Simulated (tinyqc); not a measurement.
Surface potential of a MOS transistor: implicit equation and explicit approximations: two steps of the calculation.

p-type body, charge-sheet picture, depletion and inversion only, full ionisation (an idealisation for deep acceptors), Boltzmann statistics (rough once Na exp(x - xn) passes about Nc/7). In units of Vt: xg = (Vg - Vfb)/Vt, x = psi/Vt, G = gamma/sqrt(Vt), xn = (2 phiF + Vc)/Vt. The implicit equation is (xg - x)^2 = G^2 [x - 1 + exp(x - xn)] for x above about 3. Cox = eps0 eox/tox.

Values chosen for this exercise; band and dielectric values close to those of silicon: temperature T = 300 K; band gap Eg = 1.12 eV; relative permittivity eps_r = 11.8; conduction-band density of states at T Nc = 2.8e19 cm^-3; valence-band density of states at T Nv = 2.69e19 cm^-3; relative permittivity of the gate insulator (close to silicon dioxide) eox = 3.9; insulator thickness tox = 3.9 nm; acceptor density Na = 1.5e16 cm^-3; flat-band voltage Vfb = -0.93 V; channel-body voltage Vc = 1 V; gate-body voltage Vg = 0.82 V.

Constants: q = 1.602176634e-19 C, kB = 1.380649e-23 J/K, Vt = kB T/q, eps0 = 8.8541878128e-14 F/cm where lengths are in cm. Results are converted to the units shown.

Question 1. Scales. ni = sqrt(Nc Nv) exp(-Eg/(2 Vt)), Eg in volts; phiF = Vt ln(Na/ni); gamma = sqrt(2 q eps0 eps_r Na)/Cox; VT = Vfb + Vt (xn + G sqrt(xn - 1)).

Give: phiF; gamma; G; xn; VT; xg.

Answer 1.

phiF = 0.36580 V
gamma = 0.080035 V^0.5
G = 0.49778
xn = 66.982
VT = 0.90614 V
xg = 67.693

Question 2. Potential, charges and gate control. psi = Vt x; N_dep = Cox Vt G sqrt(x - 1)/q; N_inv = (Cox Vt G/q) [sqrt(x - 1 + exp(x - xn)) - sqrt(x - 1)]; dpsi/dVg = 1/[1 + G^2 (1 + exp(x - xn))/(2 (xg - x))].

converged x = 63.748684
G = 0.49777765
xn = 66.981520
xg = 67.693022

Wanted: psi; N_dep; N_inv; dpsi/dVg.

Answer 2.

psi = 1.6480 V
N_dep = 5.6334e11 cm^-2
N_inv = 1.7704e8 cm^-2
dpsi/dVg = 0.96838

psi lies 3.2 Vt below 2 phiF + Vc.

tinyqc, about 0.01 s, one thread, Intel Xeon 2.30GHz (shared host): `OMP_NUM_THREADS=1 python tinyqc.py 2122230 2122231 out.jsonl`
